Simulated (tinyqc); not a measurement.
Charge control and current of a heterostructure field-effect transistor: one step, computed by the program tinyqc. Command: `OMP_NUM_THREADS=1 python tinyqc.py 3024719 3024720 out.jsonl hemt walk`. One thread of a shared host (Intel(R) Xeon(R) Processor @ 2.30GHz), about 0.01 s of CPU time with the checks.

Two subbands in a triangular well; E_F is counted from the conduction band edge of the channel at the interface.

Task: Threshold and barrier capacitance. Threshold V_T = phi_B - dE_c - sigma d/(eps eps_0) (in volts); C_b = eps eps_0/d.

Inputs (values chosen for the exercise, modelled on AlGaN/GaN):
```
quantity                                value    unit
permittivity eps (barrier and channel)   9.49       -
barrier thickness d                        16      nm
Schottky barrier phi_B                    1.2      eV
conduction band offset dE_c              0.25      eV
polarisation charge sigma/e             9e+12  1/cm^2
```

Charge source: polarisation. Velocity law: two-piece.

Constants: e = 1.602176634e-19 C; eps_0 = 8.8541878128e-12 F/m.

Give: threshold voltage V_T; barrier capacitance C_b.

Result:

threshold voltage V_T = -1.796 V

barrier capacitance C_b = 0.5252 microfarad/cm^2

The device is normally on.
